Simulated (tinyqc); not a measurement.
Self-consistent Fermi level with native defects, at growth and after a quench. From total A back to dopant density N_X. Computed by tinyqc, a small Python program. Command: `OMP_NUM_THREADS=1 python tinyqc.py 3006665 3006666 out.jsonl scfermi inv`. One thread of a shared host (Intel(R) Xeon(R) Processor @ 2.30GHz), about 0.07 s of CPU time with the checks.

Energies are counted from the top of the valence band (VBM); when the gap shrinks with temperature the conduction band moves and the levels stay. The added dopant is taken as fully ionised. D and A draw on one reservoir with opposite signs, as the two vacancies of a compound do.

Inputs (values chosen for the exercise, for a model semiconductor): gap E_g at 300 K = 2.34 eV; slope -dE_g/dT above 300 K = 0.00064 eV/K; electron mass m_e = 0.192 m_0; valleys M_c = 1; hole mass m_h = 0.88 m_0; E_f of the neutral native donor D = 1.412 eV; E_f of the neutral native acceptor A = 3.243 eV; shift s of the chemical potential = -0.19 eV; site density N_s = 2e+22 cm^-3; growth temperature T_g = 1230 K.

Added shallow dopant: acceptor.

levels of D above the VBM, most positive state first (eV): [0.883, 0.92, 1.12]

levels of A above the VBM, (0/-1) first (eV): [0.416, 0.792, 1.1]

Constants: m_0 = 9.1093837015e-31 kg; k_B = 1.380649e-23 J/K; h = 6.62607015e-34 J s; k_B = 8.617333262e-05 eV/K.

Method:
- E_f(D, 0) = input + s and E_f(A, 0) = input - s; E_f(q, E_F = 0) follows from the levels, eps(q/q-1) = E_f(q - 1) - E_f(q) at E_F = 0.
- E_g(T) = E_g - slope x max(0, T - 300 K).
- N_c = 2 M_c (2 pi m_e k_B T/h^2)^(3/2) and N_v = 2 (2 pi m_h k_B T/h^2)^(3/2), masses in units of m_0.
- At growth T = T_g.
- n = N_c F_1/2((E_F - E_g)/k_B T), p = N_v F_1/2(-E_F/k_B T).
- F_1/2(eta) = (2/sqrt(pi)) int_0^infinity sqrt(x)/(1 + exp(x - eta)) dx, by the trapezoid rule in t = sqrt(x) with step 0.02 up to t = 12 (for eta < -12 by exp(eta) - exp(2 eta)/2^(3/2)).
- In equilibrium c_q = N_s exp(-(E_f(q, 0) + q E_F)/k_B T).
- Net charge = p - n + sum q c_q - N_X; the log ratio is ln(positive charge/negative charge).
- E_F is the root of the log ratio, by 50 bisections between -0.5 eV and E_g + 0.5 eV.

Question. A run gave the result below. Find the dopant density N_X, known to lie between 3.9e+16 and 6.4e+16 cm^-3.

total A = 2.893957e+13 cm^-3

Answer.

Each step takes the trial c = (a f_b - b f_a)/(f_b - f_a), f being the result less the target and a, b, c the logarithms of the listed values; c replaces end b, the old b replaces a if the sign of f changed, and otherwise f_a is halved.

Scan of the range:
```
dopant density N_X (cm^-3)  total A (cm^-3)
3.90e+16                        3.22190e+13
4.24e+16                        3.10124e+13
4.60e+16                        2.97935e+13
5.00e+16                        2.85066e+13
5.43e+16                        2.71980e+13
5.89e+16                        2.58791e+13
6.40e+16                        2.45083e+13
```

False position (Illinois rule, in the logarithm of the input) inside the bracket:
```
step        end a        end b        trial  total A (cm^-3)
1     4.60000e+16  5.00000e+16  4.86167e+16      2.89438e+13
2     5.00000e+16  4.86167e+16  4.86299e+16      2.89396e+13
3     5.00000e+16  4.86299e+16  4.86301e+16      2.89396e+13
4     4.86299e+16  4.86301e+16  4.86300e+16      2.89396e+13
```

Total A falls at every point of a 13-point scan of the range (every second point is shown), so one value fits; it is bracketed by 4.60e16 and 5.00e16. Answer: dopant density N_X = 4.863e16 cm^-3.
